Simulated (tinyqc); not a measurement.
# Worked calculation: short-channel transistor, virtual-source model with series resistance

Numbers from tinyqc (`OMP_NUM_THREADS=1 python tinyqc.py 2380043 2380044 out.jsonl`; about 0.01 s on one thread of a shared Intel Xeon 2.30GHz). Printed values are rounded.

The current per gate width is the charge at the top of the source barrier (the virtual source) times its velocity times a saturation function; al and be are fitting constants of the model. Units: I in uA/um, Rs in ohm um, so I Rs = 1e-6 I Rs in volts; Q in uC/cm^2, so I = 1e-4 Q vx0 Fsat with vx0 in cm/s.

Parameters, values chosen for the exercise:
```
symbol,value,unit,meaning
T,300,K,temperature
Cinv,2.9,uF/cm^2,inversion capacitance
vx0,2.19e7,cm/s,velocity at the virtual source
mu,1100,cm^2/(V s),apparent mobility
L,65,nm,channel length
VT0,0.405,V,threshold at zero drain voltage
dl,0.155,V/V,drain-induced barrier lowering
n0,1.53,,subthreshold factor
nd,0.1,1/V,growth of n with drain voltage
al,3.5,,threshold shift (in units of Vt) from weak to strong inversion
be,1.4,,sharpness of saturation
Rs,30,ohm um,series resistance of each contact
Vgs,0.9,V,gate voltage
Vds,0.45,V,drain voltage
```

Constants: q = 1.602176634e-19 C, kB = 1.380649e-23 J/K, Vt = kB T/q. Results are converted to the units shown.

## Iteration 1: current through the series resistance

I at the start = 0 uA/um

Intrinsic voltages Vg' = Vgs - I Rs, Vd' = Vds - 2 I Rs. n = n0 + nd Vd', VT = VT0 - dl Vd', Ff = 1/(1 + exp((Vg' - VT + al Vt/2)/(al Vt))), Q = Cinv n Vt ln(1 + exp((Vg' - VT + al Vt Ff)/(n Vt))), Vdsat = (vx0 L/mu)(1 - Ff) + Vt Ff, Fsat = u/(1 + u^be)^(1/be) with u = Vd'/Vdsat, and I(out) = Q vx0 Fsat per width. (Fsat takes the sign of u.) I(new) = I + 0.3 (I(out) - I).

Vg' = 0.9 V
Vd' = 0.45 V
VT = 0.3352500 V
Ff = 0.001179396
Q = 1.638085 uC/cm^2
Vdsat = 0.1292870 V
Fsat = 0.8914918
I(out) = 3198.142 uA/um
I after iteration 1 = 959.4427 uA/um

## Iteration 2: current through the series resistance

As before.

Vg' = 0.8712167 V
Vd' = 0.3924334 V
VT = 0.3441728 V
Ff = 0.001788035
Q = 1.528897 uC/cm^2
Vdsat = 0.1292239 V
Fsat = 0.8721091
I(out) = 2920.069 uA/um
I after iteration 2 = 1547.631 uA/um

## Iteration 3: current through the series resistance

As before.

Vg' = 0.8535711 V
Vd' = 0.3571422 V
VT = 0.3496430 V
Ff = 0.002307284
Q = 1.461997 uC/cm^2
Vdsat = 0.1291702 V
Fsat = 0.8571782
I(out) = 2744.491 uA/um
I after iteration 3 = 1906.689 uA/um

## Course of the iteration: current through the series resistance

Stop when I changes by less than 1e-7 uA/um, or after 80 iterations.

Course of the iteration:
```
iteration  I (uA/um)  |change| (uA/um)
1           959.4427               959
2           1547.631               588
3           1906.689               359
4           2125.146               218
5           2257.741               133
6           2338.092              80.4
7           2386.734              48.6
8           2416.159              29.4
9           2433.954              17.8
...              ...               ...
39          2461.148           4.89e-6
40          2461.148           2.95e-6
41          2461.148           1.78e-6
42          2461.148           1.08e-6
43          2461.148           6.52e-7
44          2461.148           3.94e-7
45          2461.148           2.38e-7
46          2461.148           1.44e-7
47          2461.148           8.69e-8
```

Converged in 47 iterations. At the end each change is about 0.60 times the one before: linear convergence.

## What the series resistance costs

converged I = 2461.148 uA/um
I0 = 3198.142 uA/um

Intrinsic voltages Vg' = Vgs - I Rs, Vd' = Vds - 2 I Rs. n = n0 + nd Vd', VT = VT0 - dl Vd', Ff = 1/(1 + exp((Vg' - VT + al Vt/2)/(al Vt))), Q = Cinv n Vt ln(1 + exp((Vg' - VT + al Vt Ff)/(n Vt))), Vdsat = (vx0 L/mu)(1 - Ff) + Vt Ff, Fsat = u/(1 + u^be)^(1/be) with u = Vd'/Vdsat, and I = Q vx0 Fsat per width. I0 is the current for Rs = 0. Effective velocity I/Q; transit time L Q/I.

loss against I0 = 23.04444 %
effective velocity = 1.812095e7 cm/s
transit time = 0.3587008 ps

The carriers leave the virtual source at 82.7 % of vx0.
